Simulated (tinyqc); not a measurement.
Static screening by free carriers: one step. Lindhard function at one q. Four cases, with inputs chosen for the exercise.

Question. Compare with Thomas-Fermi, 1 + (qTF/q)^2.

Lindhard at zero temperature: eps(q)/eps = 1 + (qTF/q)^2 L(x), x = q/(2 kF), L(x) = 1/2 + ((1 - x^2)/(4x)) ln|(1 + x)/(1 - x)|.

Give: x; L(x); eps(q)/eps, Lindhard; eps(q)/eps, Thomas-Fermi.

Case 1.

Values chosen (out of a larger set: a free-electron density near that of Ag; not measured data): q = 4.08 1/angstrom (wave vector).

kF = 1.199582 1/angstrom
qTF = 1.698906 1/angstrom

Answer.

x = 1.7006
L(x) = 0.1247
eps(q)/eps, Lindhard = 1.022
eps(q)/eps, Thomas-Fermi = 1.173

The carriers respond with 12 % of their long-wave strength at this q, beyond 2 kF, where no pair of states on the Fermi surface is joined by q.

Case 2.

Values chosen (out of a larger set: a free-electron density near that of Al; not measured data): q = 1.42 1/angstrom (wave vector).

kF = 1.733716 1/angstrom
qTF = 2.042412 1/angstrom

Answer.

x = 0.4095
L(x) = 0.9421
eps(q)/eps, Lindhard = 2.949
eps(q)/eps, Thomas-Fermi = 3.069

The carriers respond with 94 % of their long-wave strength at this q.

Case 3.

Values chosen (out of a larger set: a free-electron density near that of Na; not measured data): q = 2.51 1/angstrom (wave vector).

kF = 0.9281003 1/angstrom
qTF = 1.494349 1/angstrom

Answer.

x = 1.3522
L(x) = 0.2091
eps(q)/eps, Lindhard = 1.074
eps(q)/eps, Thomas-Fermi = 1.354

The carriers respond with 21 % of their long-wave strength at this q, beyond 2 kF, where no pair of states on the Fermi surface is joined by q.

Case 4.

Values chosen (out of a larger set: a free-electron density near that of Au; not measured data): q = 4.06 1/angstrom (wave vector).

kF = 1.201636 1/angstrom
qTF = 1.700360 1/angstrom

Answer.

x = 1.6894
L(x) = 0.1265
eps(q)/eps, Lindhard = 1.022
eps(q)/eps, Thomas-Fermi = 1.175

The carriers respond with 13 % of their long-wave strength at this q, beyond 2 kF, where no pair of states on the Fermi surface is joined by q.

Computed by tinyqc, one run a case: `OMP_NUM_THREADS=1 python tinyqc.py N N+1 out.jsonl` with N = 1680738, 1680834, 1680929, 1681019; one thread of a shared Intel(R) Xeon(R) Processor @ 2.30GHz, about 0.01 s a run at most.
